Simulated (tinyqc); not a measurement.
Worked calculation: empirical pseudopotential in a few plane waves. Computed by tinyqc, a small Python program that keeps every step. Settings: plane-wave index or count = 15. Command: `OMP_NUM_THREADS=1 python tinyqc.py 23470 23471 out.jsonl` (the two numbers bound the seeds that draw the settings). One thread of a shared host (Intel(R) Xeon(R) Processor @ 2.60GHz), about 0.2 s of CPU time with the checks.

## Bloch Hamiltonian at k

Parameters chosen for this model: fcc lattice, atoms at +/- a/8 (1,1,1); form factors in rydberg at |G|^2 in units of (2 pi/a)^2:
```
parameter,value,unit
a,5.900000,angstrom
VS(3),-0.259000,Ry
VS(8),0.012000,Ry
VS(11),0.071000,Ry
VA(3),0.138000,Ry
VA(4),0.056000,Ry
VA(11),0.034000,Ry
hbar^2/2m (2 pi/a)^2,4.320944,eV
```

k point k (2 pi / a): 0.4100  0.1500  0.0900

Basis: the 15 shortest G (labels in 2 pi/a), the same at every k. H(G,G') = c |k + G|^2 delta + VS(|G-G'|^2) cos((G-G').tau) + i VA sin((G-G').tau), tau = a/8 (1,1,1); 1 Ry = 13.605693 eV.

H(k) at k (eV), lower triangle (Hermitian):
```
,+0+0+0,-1-1-1,-1-1+1,-1+1-1,-1+1+1,+1-1-1,+1-1+1,+1+1-1,+1+1+1,-2+0+0,+0-2+0,+0+0-2,+0+0+2,+0+2+0,+2+0+0
+0+0+0,0.8586
-1-1-1,2.4918-1.3277i,8.2042
-1-1+1,-2.4918-1.3277i,0.0000+0.7619i,9.7597
-1+1-1,-2.4918-1.3277i,0.0000+0.7619i,0.1633,10.7967
-1+1+1,-2.4918+1.3277i,-0.1633,0.0000+0.7619i,0.0000+0.7619i,12.3523
+1-1-1,-2.4918-1.3277i,0.0000+0.7619i,0.1633,0.1633,0.0000,15.2905
+1-1+1,-2.4918+1.3277i,-0.1633,0.0000+0.7619i,0.0000,0.1633,0.0000+0.7619i,16.8461
+1+1-1,-2.4918+1.3277i,-0.1633,0.0000,0.0000+0.7619i,0.1633,0.0000+0.7619i,0.1633,17.8831
+1+1+1,2.4918+1.3277i,0.0000,-0.1633,-0.1633,0.0000+0.7619i,-0.1633,0.0000+0.7619i,0.0000+0.7619i,19.4386
-2+0+0,0.0000-0.7619i,-2.4918+1.3277i,-2.4918-1.3277i,-2.4918-1.3277i,2.4918-1.3277i,0.6831-0.3271i,-0.6831-0.3271i,-0.6831-0.3271i,-0.6831+0.3271i,11.0560
+0-2+0,0.0000-0.7619i,-2.4918+1.3277i,-2.4918-1.3277i,0.6831-0.3271i,-0.6831-0.3271i,-2.4918-1.3277i,2.4918-1.3277i,-0.6831-0.3271i,-0.6831+0.3271i,0.1633,15.5498
+0+0-2,0.0000-0.7619i,-2.4918+1.3277i,0.6831-0.3271i,-2.4918-1.3277i,-0.6831-0.3271i,-2.4918-1.3277i,-0.6831-0.3271i,2.4918-1.3277i,-0.6831+0.3271i,0.1633,0.1633,16.5868
+0+0+2,0.0000+0.7619i,-0.6831-0.3271i,2.4918+1.3277i,-0.6831+0.3271i,-2.4918+1.3277i,-0.6831+0.3271i,-2.4918+1.3277i,0.6831+0.3271i,-2.4918-1.3277i,-0.1633,-0.1633,0.0000,19.6979
+0+2+0,0.0000+0.7619i,-0.6831-0.3271i,-0.6831+0.3271i,2.4918+1.3277i,-2.4918+1.3277i,-0.6831+0.3271i,0.6831+0.3271i,-2.4918+1.3277i,-2.4918-1.3277i,-0.1633,0.0000,-0.1633,0.1633,20.7349
+2+0+0,0.0000+0.7619i,-0.6831-0.3271i,-0.6831+0.3271i,-0.6831+0.3271i,0.6831+0.3271i,2.4918+1.3277i,-2.4918+1.3277i,-2.4918+1.3277i,-2.4918-1.3277i,0.0000,-0.1633,-0.1633,0.1633,0.1633,25.2287
```

## Levels at k

Diagonalise the Hermitian matrix.

eigenvalues (eV): -5.0060  5.3312  7.0431  7.2018  11.8718  12.6685  14.4990  14.6646  16.0018  17.7186  19.2365  21.8976  23.6746  24.5747  28.9060

## Bands along a path

The same steps at evenly spaced points between the labelled ones.

Bands along the path (eV), lowest eight:
```
k,band 1,band 2,band 3,band 4,band 5,band 6,band 7,band 8
L,-4.1020,3.4295,7.4093,7.4093,10.6648,14.2321,14.2321,17.9694
L-G 0.25,-4.5735,4.0225,7.3203,7.3203,10.7151,14.0952,14.0952,16.6281
L-G 0.50,-5.0361,5.1869,7.4158,7.4158,11.0033,13.9581,13.9581,14.3640
L-G 0.75,-5.3605,6.6625,7.5889,7.5889,10.8159,13.1567,13.5277,13.5277
G,-5.4757,7.6783,7.6783,7.6783,10.0021,13.2690,13.2690,13.2690
G-X 0.25,-5.3220,6.5972,7.4252,7.4252,11.2408,12.5471,13.8857,13.8857
G-X 0.50,-4.8887,5.0930,6.9632,6.9632,11.5701,12.6688,15.2935,15.4312
G-X 0.75,-4.2724,3.8916,6.6772,6.6772,11.0554,12.2557,17.1130,17.5180
X,-3.6672,3.2657,6.7519,6.7519,10.9169,12.0575,19.8405,19.9934
```

With 4 band(s) filled, the highest filled level on these points lies at G and the lowest empty one at G: a gap of 2.3238 eV, direct. This holds for the small fixed basis; with all plane waves up to |k + G|^2 = 21 (2 pi/a)^2 the gap along the path is 2.49 eV.

## Convergence with the number of plane waves

Levels at G counted from the fourth one.

Levels (eV):
```
plane waves,level 1,level 5,level 8
9,-16.1340,1.5238,2.3204
15,-13.1540,2.3238,5.5907
27,-12.0788,2.5832,5.9250
51,-11.6406,2.4043,6.3460
59,-11.6289,2.4622,6.0850
65,-11.6190,2.4515,6.0531
89,-11.6009,2.4598,6.0612
```
